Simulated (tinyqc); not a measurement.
Resistance of a source-drain extension with a graded tip: one step of the calculation.

y runs along the channel, the gate covers y > 0. The doping is N0 for y < y0 and N0 10^(-(y - y0)/la) beyond, uniform over the depth xj. Sheet conductance s(y) = q mu(N) max(N - Nch, 0) xj + (for y > 0) ma Cox Vo, with mu(N) = u0 + (u1 - u0)/(1 + (N/Nr)^au) and Cox = eps0 eox/tox. Current is taken as one-dimensional; depletion of the tip, spreading and the contact are left out. The metallurgical junction lies at yj, where N = Nch.

Question. Resistance of the overlapped part. Midpoint rule on 8 equal steps from 0 to yj: R_ov = sum h/s(y), per width.

Parameters, values chosen for the exercise; mobility law close to that of holes in silicon:
- eox = 25.6 (relative permittivity of the gate insulator (close to zirconium oxide))
- tox = 9.3 nm (insulator thickness)
- N0 = 1.7e20 cm^-3 (active doping of the extension far from the gate)
- la = 4.1 nm/decade (lateral abruptness)
- y0 = -0.3 nm (position under the gate where the fall begins (gate edge at 0))
- xj = 24 nm (depth of the extension)
- Nch = 1.5e18 cm^-3 (channel doping)
- Vo = 0.84 V (gate overdrive)
- ma = 92 cm^2/(V s) (mobility of the gate-induced layer)
- u1 = 470.5 cm^2/(V s) (mobility at low doping)
- u0 = 44.9 cm^2/(V s) (mobility at high doping)
- Nr = 2.23e17 cm^-3 (reference doping)
- au = 0.719 (exponent)

Constants: q = 1.602176634e-19 C, eps0 = 8.8541878128e-14 F/cm where lengths are in cm. Results are converted to the units shown.

Wanted: y; N; doped conductance; sheet resistance; R_ov.

Answer.

y, point 0 to 7 (nm): [0.50768, 1.5230, 2.5384, 3.5538, 4.5691, 5.5845, 6.5998, 7.6152]
N, point 0 to 7 (cm^-3): [1.0801e20, 6.1067e19, 3.4527e19, 1.9521e19, 1.1037e19, 6.2404e18, 3.5283e18, 1.9949e18]
doped conductance, point 0 to 7 (uS): [2041.0, 1197.8, 710.45, 424.95, 253.67, 146.64, 75.096, 22.429]
sheet resistance, point 0 to 7 (ohm/square): [448.56, 721.44, 1112.6, 1630.5, 2262.3, 2985.2, 3795.8, 4744.2]
R_ov = 17.972 ohm um

Program tinyqc, `OMP_NUM_THREADS=1 python tinyqc.py 2282091 2282092 out.jsonl`; Intel Xeon 2.30GHz, shared host, one thread, about 0.03 s.
